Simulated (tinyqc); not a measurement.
Composition and strain of an epitaxial Si(1-x)Ge(x) layer from Raman and X-ray peaks: one step, computed by the program tinyqc. Command: `OMP_NUM_THREADS=1 python tinyqc.py 3015340 3015341 out.jsonl epiraman walk`. One thread of a shared host (Intel(R) Xeon(R) Processor @ 2.30GHz), about 0.01 s of CPU time with the checks.

A (001) layer, biaxially strained in the plane. The Raman peaks follow empirical lines omega = w0 + c1 x + c3 x^3 + b eps (c3 for Si-Ge alone), with eps the in-plane strain.

Question. Raman peaks. Insert x and eps in the three lines; the strain part is b eps.

Inputs (values chosen for the exercise, modelled on silicon-germanium):

| quantity | value | unit |
|---|---|---|
| Ge fraction x | 0.39 | - |
| Si-Si: w0 | 520.3 | 1/cm |
| Si-Si: c1 | -65.1 | 1/cm |
| Si-Si: strain coefficient b | -708 | 1/cm |
| Si-Ge: w0 | 400.1 | 1/cm |
| Si-Ge: c1 | 23.3 | 1/cm |
| Si-Ge: c3 | -32.9 | 1/cm |
| Si-Ge: strain coefficient b | -596 | 1/cm |
| Ge-Ge: w0 | 280.5 | 1/cm |
| Ge-Ge: c1 | 18.5 | 1/cm |
| Ge-Ge: strain coefficient b | -425 | 1/cm |

Substrate: silicon.

in-plane strain eps = -5.034711 per mille

Give: Si-Si peak; Si-Ge peak; Ge-Ge peak; strain parts.

Answer.

Si-Si peak = 498.5 1/cm

Si-Ge peak = 410.2 1/cm

Ge-Ge peak = 289.9 1/cm

strain parts (1/cm): Si-Si 3.565, Si-Ge 3.001, Ge-Ge 2.140

Read as unstrained, the Si-Si peak would give x = 0.335 in place of 0.39.
